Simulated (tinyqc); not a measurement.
Plane-wave Kohn-Sham cycle with exchange-only LDA in a layered model solid, step by step. One step of it, computed by the program tinyqc.

Problem. Iteration 1: potential. V_H(G) = 4 pi rho(G)/G^2 for G != 0 (uniform background); v_x = -(3 rho/pi)^(1/3); V = V_ext + V_H + v_x; Fourier components f(G_m) = (1/N) sum_j f(x_j) exp(-i G_m x_j).

A solid whose potential varies along x alone (atomic units):
```
parameter                      value
period a                    4.300000
cross-section of the cell   8.000000
electrons per cell                 2
grid points                       16
plane waves -n..n, n               2
k points                           3
V1 in V1 cos(2 pi x/a)     -0.450000
```

density at the start, on the grid x_j = j a/N (e/bohr^3): 0.05813953  0.05813953  0.05813953  0.05813953  0.05813953  0.05813953  0.05813953  0.05813953  0.05813953  0.05813953  0.05813953  0.05813953  0.05813953  0.05813953  0.05813953  0.05813953

Give: Potentials on the grid; V(G_m), m = 0, 1, 2, ....

Solution.

Potentials on the grid (hartree):
```
x         V_ext     V_H      v_x        V
0.0000  -0.4500  0.0000  -0.3815  -0.8315
0.2687  -0.4157  0.0000  -0.3815  -0.7972
0.5375  -0.3182  0.0000  -0.3815  -0.6997
0.8063  -0.1722  0.0000  -0.3815  -0.5537
1.0750        0  0.0000  -0.3815  -0.3815
1.3438   0.1722  0.0000  -0.3815  -0.2093
1.6125   0.3182  0.0000  -0.3815  -0.0633
1.8813   0.4157  0.0000  -0.3815   0.0343
2.1500   0.4500  0.0000  -0.3815   0.0685
2.4188   0.4157  0.0000  -0.3815   0.0343
2.6875   0.3182  0.0000  -0.3815  -0.0633
2.9562   0.1722  0.0000  -0.3815  -0.2093
3.2250        0  0.0000  -0.3815  -0.3815
3.4937  -0.1722  0.0000  -0.3815  -0.5537
3.7625  -0.3182  0.0000  -0.3815  -0.6997
4.0312  -0.4157  0.0000  -0.3815  -0.7972
```

V(G_m), m = 0, 1, 2, ... (hartree): -0.3815  -0.2250  0.0000  0.0000  0.0000
